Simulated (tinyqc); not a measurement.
A stack of flat layers between unequal leads with mass mismatch, transfer matrices: one step of the calculation.

One electron of energy E comes from the left lead (band edge 0); no transverse momentum. Parabolic bands, masses in units of m0, C = hbar^2/(2 m0); psi and psi'/m are continuous at every interface. The layers follow each other from left to right, then the right lead.

Question. Matrices of the layers. For the pair (psi, psi'/m) a flat layer has M = [[cos kd, (m/k) sin kd], [-(k/m) sin kd, cos kd]] with k = sqrt(m (E - U)/C) above its edge U, and M = [[cosh Kd, (m/K) sinh Kd], [(K/m) sinh Kd, cosh Kd]] with K = sqrt(m (U - E)/C) below it. M12 is in nm, M21 in 1/nm.

Inputs (values chosen for the exercise); masses and band edges of a made-up stack: band edges of the layers, left to right U = [0.18, 0.03] eV; masses of the layers m = [0.056, 0.067] m0; widths of the layers d = [2, 1.8] nm; electron energy E = 0.816 eV.

Constants: q = 1.602176634e-19 C, hbar = 1.054571817e-34 J s, m0 = 9.1093837015e-31 kg, hbar^2/(2 m0) = 0.0380998212 eV nm^2. Results are converted to the units shown.

Find: M of layer 1; M of layer 2.

Answer.

M of layer 1:
```
	1	2
1	-0.35500	0.054147
2	-16.141	-0.35500
```

M of layer 2:
```
	1	2
1	-0.51878	0.048720
2	-15.001	-0.51878
```

Range of the model: Masses are held fixed, although real bands cease to be parabolic a few tenths of an eV from their edges (inside a barrier too).

Numbers from tinyqc (`OMP_NUM_THREADS=1 python tinyqc.py 2560028 2560029 out.jsonl`; about 0.01 s on one thread of a shared Intel Xeon 2.30GHz).
